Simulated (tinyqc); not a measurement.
# Leakage currents through a thin dielectric, step by step

A worked calculation. Computed by tinyqc, a small Python program that keeps every step. Command: `OMP_NUM_THREADS=1 python tinyqc.py 3027815 3027816 out.jsonl leak walk`. One thread of a shared host (Intel(R) Xeon(R) Processor @ 2.30GHz), about 0.01 s of CPU time with the checks. Intermediate numbers are printed to about 5 digits and carried at full precision; extremes and crossings named in words are read from the listed rows.

Electrons leave an electrode with Fermi energy E_F above its band bottom; barriers are counted from the Fermi level, and both electrodes are alike.

Inputs (values chosen for the exercise, modelled on Al2O3):
```
quantity                           value  unit
barrier height phi_B                2.41    eV
tunnelling mass m                   0.28   m_0
static permittivity k               9.39     -
optical permittivity k_o            3.09     -
trap depth phi_t                     1.4    eV
Poole-Frenkel prefactor sigma_0  2.6e-07  S/cm
thickness t                          2.5    nm
electrode Fermi energy E_F         0.054    eV
electrode mass m_e                     1   m_0
voltage V                           0.48     V
temperature T                        398     K
```

Stack: single layer.

Constants: m_0 = 9.1093837015e-31 kg; e = 1.602176634e-19 C; hbar = 1.054571817e-34 J s; k_B = 8.617333262e-05 eV/K; k_B = 1.380649e-23 J/K; eps_0 = 8.8541878128e-12 F/m; h = 6.62607015e-34 J s.

## Fields

Field F = V/t; equivalent oxide thickness 3.9 t/k.

field F = 1.92 MV/cm

equivalent oxide thickness = 1.0383 nm

## Transmission at the Fermi level

WKB: a layer of mass m, field F and barrier b(x) = b_0 - e F x gives the exponent (4 sqrt(2 m)/(3 hbar e F)) [b_0^(3/2) - max(b_0 - e F t, 0)^(3/2)] for b_0 > 0; b_0 = barrier - (E - E_F); the transmission is D(E) = exp(-sum of exponents), without image force.

exponent of the dielectric = 19.957

transmission D(E_F) = 2.1517e-09

At E_F the barrier of the dielectric is trapezoidal (direct tunnelling).

## Tunnel current

Tsu-Esaki: J = (e m_e k_B T/(2 pi^2 hbar^3)) int D(E) ln[(1 + exp((E_F - E)/k_B T))/(1 + exp((E_F - eV - E)/k_B T))] dE over the normal energy E (its change with the mass at an interface is neglected) from max(0, E_F - 3 eV) to E_F + largest barrier, by 100 Gauss-Legendre points in each part, split at E_F - 0.3 eV (if inside the range) and E_F + 8 k_B T. The mean energy weights E - E_F by the integrand.

tunnel current density = 0.10715 A/cm^2

mean energy of the current above E_F = -0.0015450 eV

The current flows close to or below E_F.

## Thermal currents

Schottky emission J = A T^2 exp(-(phi_B - sqrt(e^3 F/(4 pi k_o eps_0)))/k_B T), A = 4 pi e m k_B^2/h^3 with the tunnelling mass; Poole-Frenkel J = sigma_0 F exp(-(phi_t - sqrt(e^3 F/(pi k_o eps_0)))/k_B T); both use the field F of the dielectric.

Schottky lowering = 0.29912 eV

Poole-Frenkel lowering = 0.59824 eV

Schottky current density = 9.9353e-21 A/cm^2

Poole-Frenkel current density = 3.5141e-11 A/cm^2

The Poole-Frenkel lowering is twice the Schottky one, because the charge of a trap is fixed while an image charge moves with the electron.

## Which mechanism rules?

The formulas are those given above.

Current densities (A/cm^2):
```
V (V)  F (MV/cm)  tunnelling    Schottky  Poole-Frenkel
0.096      0.384     0.04032  8.0056e-23     4.5631e-16
0.170      0.680     0.05207  2.9081e-22     1.0663e-14
0.240      0.960     0.06158  7.7231e-22     1.0617e-13
0.340      1.360     0.07743  2.4964e-21     1.5714e-12
0.410      1.640     0.09101  5.1300e-21     8.0025e-12
0.480      1.920     0.10715  9.9353e-21     3.5141e-11
0.580      2.320     0.13575  2.3609e-20     2.3977e-10
0.720      2.880     0.19038  7.0542e-20     2.6573e-09
```

The largest current is tunnelling from 0.0960 to 0.720 V. Over the table tunnelling grows by 0.7 decades, Schottky by 2.9 and Poole-Frenkel by 6.8. A plot of ln(J/F) against sqrt(F) for the Poole-Frenkel column has the slope 12.59 per sqrt(MV/cm), from which k_o follows; reading it as Schottky emission would give about k_o/4.

Checks made by the program: energy integral against adaptive quadrature (relative difference below 1e-10).
